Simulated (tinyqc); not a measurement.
Inside a calculation. Method: tight binding, dimerised chain. Computed by tinyqc, a small Python program that keeps every step. Settings: t1 = 1.23, t2 = 1.88, delta = 0, points = 6, cells = 3. Command: `OMP_NUM_THREADS=1 python tinyqc.py 22506 22507 out.jsonl` (the two numbers bound the seeds that draw the settings). One thread of a shared host (Intel(R) Xeon(R) Processor @ 2.60GHz), about 0.01 s of CPU time with the checks.

## Bloch Hamiltonian at k

Parameters chosen for this model:
```
parameter     value                      unit
t1         1.230000       eV, inside the cell
t2         1.880000         eV, between cells
delta             0  eV, +/- on the two sites
```

k point k (2 pi / a): 0.120000

H_AA = +delta, H_BB = -delta, H_AB = -t1 - t2 exp(-i k a).

H(k) at k (eV):
```
                     A                    B
A             0.000000  -2.600461+1.286949i
B  -2.600461-1.286949i             0.000000
```

## Levels at k

Diagonalise the Hermitian matrix.

eigenvalues (eV): -2.901488  2.901488

weights |c|^2 of the basis functions:
```
     band 1    band 2
A  0.500000  0.500000
B  0.500000  0.500000
```

## Bloch Hamiltonian at X

k point X (2 pi / a): 0.500000

As before.

H(k) at X (eV):
```
          A         B
A  0.000000  0.650000
B  0.650000  0.000000
```

## Levels at X

As before.

eigenvalues (eV): -0.650000  0.650000

weights |c|^2 of the basis functions:
```
     band 1    band 2
A  0.500000  0.500000
B  0.500000  0.500000
```

## Bands along a path

The same steps at evenly spaced points between the labelled ones.

Bands along the path (eV):
```
k            band 1    band 2
G         -3.110000  3.110000
G-X 0.33  -2.712877  2.712877
G-X 0.67  -1.653753  1.653753
X         -0.650000  0.650000
```

With 1 band(s) filled, the highest filled level on these points lies at X and the lowest empty one at X: a gap of 1.3000 eV, direct.

## Berry (Zak) phase of the lower band

On 6 points k_j = j/N: phase = -Im ln of the product of <u_j|u_(j+1)>, closed with u_N = u_0 (the cell-periodic part is taken without the site positions). Single arguments depend on the phases chosen for the u_j; only their sum modulo 2 pi does not.

Overlaps:
```
j  |<u_j|u_j+1>|  argument (rad)
0       0.948654       -0.321843
1       0.930354       -0.375420
2       0.642122        2.268059
3       0.642122        2.268059
4       0.930354       -0.375420
5       0.948654       -0.321843
```

phase / pi, folded into (-1, 1] = 1.000000

## Open chain of 3 cells

H of the open chain (eV), lower triangle:
```
           1          2          3          4          5         6
1   0.000000
2  -1.230000   0.000000
3   0.000000  -1.880000   0.000000
4   0.000000   0.000000  -1.230000   0.000000
5   0.000000   0.000000   0.000000  -1.880000   0.000000
6   0.000000   0.000000   0.000000   0.000000  -1.230000  0.000000
```

The same hoppings without the wrap-around bond.

levels (eV): -2.796780  -1.914346  -0.347565  0.347565  1.914346  2.796780

weights of the highest filled level on the sites: 0.346676  0.027681  0.125643  0.125643  0.027681  0.346676

The bulk gap runs from -0.6500 to 0.6500 eV; 2 level(s) of this chain lie inside it: end states, which need the weaker bond inside the cell and a chain longer than their decay length.
